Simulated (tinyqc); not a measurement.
## Phase-change memory cell, resistance drift and retention: effect of the activation energy of crystallisation

The amorphous state follows Ra = R0 (t/t0)^nu exp[(q Ec/kB)(1/T - 1/(300 K))], with nu taken as independent of T. An intermediate level follows the logarithmic mixing rule ln R = (1 - fa) ln Rc + fa ln Ra with constant Rc. The time to lose the data by crystallisation is tr = tx exp[(q Ex/kB)(1/T - 1/Tx)]; 1 year = 3.15576e7 s. These are empirical laws.

T10 is the temperature at which tr is ten years.

Inputs (values chosen for the exercise); values of the order found in chalcogenide phase-change cells: resistance of the amorphous state at t0 and 300 K R0 = 0.76 Mohm; reference time t0 = 10 s; drift exponent nu = 0.118; activation energy of conduction Ec = 0.21 eV; temperature of a bake Tx = 498 K; time to crystallise in that bake tx = 9000 s; operating temperature T = 358 K; time of the read t = 1e6 s; resistance of the crystalline state Rc = 6.1 kohm.

Constants: q = 1.602176634e-19 C, kB = 1.380649e-23 J/K. Results are converted to the units shown.

The same in every row: Ra (Mohm) = 0.7930; Ra/Rc = 130.0.

Results:
```
Ex (eV)  tr (years)  T10 (K)
1.6           612.7    388.9
2.2         1.451e5    413.6
2.5         2.234e6    422.2
2.8         3.438e7    429.2
3.1         5.291e8    435.0
3.4         8.144e9    439.9
```

Estimate the missing row, Ex = 1.9 eV.

Computed row:
```
Ex (eV)  tr (years)  T10 (K)
1.9            9430    402.8
```

With this row back in the table: As Ex goes from 1.6 to 3.4 eV, Ra stays at 0.793 Mohm, tr rises from 613 to 8.14e9 years and T10 rises from 389 to 440 K. With the bake point fixed, a larger Ex extrapolates more steeply to lower temperatures. For Ex = 2.2 to 3.4 eV tr is an extrapolation over many decades from the bake and only says that crystallisation is no limit.

Computed by the program tinyqc: `OMP_NUM_THREADS=1 python tinyqc.py 2880049 2880050 out.jsonl`, one thread of a shared Intel Xeon 2.30GHz, about 0.01 s for the whole run.
